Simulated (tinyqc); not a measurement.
Ferroelectric with a first-order transition, Landau-Devonshire energy: two steps of the calculation.

One domain with free energy u = al P^2 + be P^4 + ga P^6 - E P, al = a0 (T - T0), be < 0 < ga (P in uC/cm^2, E in kV/cm, u in mJ/cm^3). Equilibrium: E = 2 al P + 4 be P^3 + 6 ga P^5; a state is stable against small changes where dE/dP > 0. The coercive field is that of uniform switching, which real films, switching by domains, do not reach.

Inputs (values chosen for the exercise): slope of the quadratic coefficient a0 = 0.014 kV cm/(uC K); Curie-Weiss temperature T0 = 700 K; quartic coefficient be = -0.00019 kV cm^5/uC^3; sixth-order coefficient ga = 5.4e-8 kV cm^9/uC^5; temperature T = 550 K.

Constants: eps0 = 8.8541878128e-14 F/cm where lengths are in cm. Results are converted to the units shown.

Question 1. Spontaneous polarisation, coercive field and susceptibility. Ps^2 = [-be + sqrt(be^2 - 3 al ga)]/(3 ga); Pc^2 = [-3 be + sqrt(9 be^2 - 15 al ga)]/(15 ga), Ec = -E(Pc); susceptibility chi = 1/(eps0 dE/dP).

Find: al; Ps; u(Ps) at E = 0; Pc; Ec; chi at Ps.

Answer 1.

al = -2.100 kV cm/uC
Ps = 70.42 uC/cm^2
u(Ps) at E = 0 = -8501 mJ/cm^3
Pc = 49.61 uC/cm^2
Ec = 203.8 kV/cm
chi at Ps = 464.0

Question 2. Transition temperatures. TC = T0 + be^2/(4 a0 ga), where u(Ps) = u(0); T1 = T0 + be^2/(3 a0 ga), where the polar minimum disappears. At TC the polarisation jumps from sqrt(-be/(2 ga)) to zero, with latent heat TC a0 Ps^2.

Wanted: TC; T1; jump of P; latent heat.

Answer 2.

TC = 711.94 K
T1 = 715.92 K
jump of P = 41.944 uC/cm^2
latent heat = 17.535 J/cm^3

Thermal hysteresis can span T0 to T1, 15.9 K.

Numbers from tinyqc (`OMP_NUM_THREADS=1 python tinyqc.py 2860153 2860154 out.jsonl`; about 0.01 s on one thread of a shared Intel Xeon 2.30GHz).
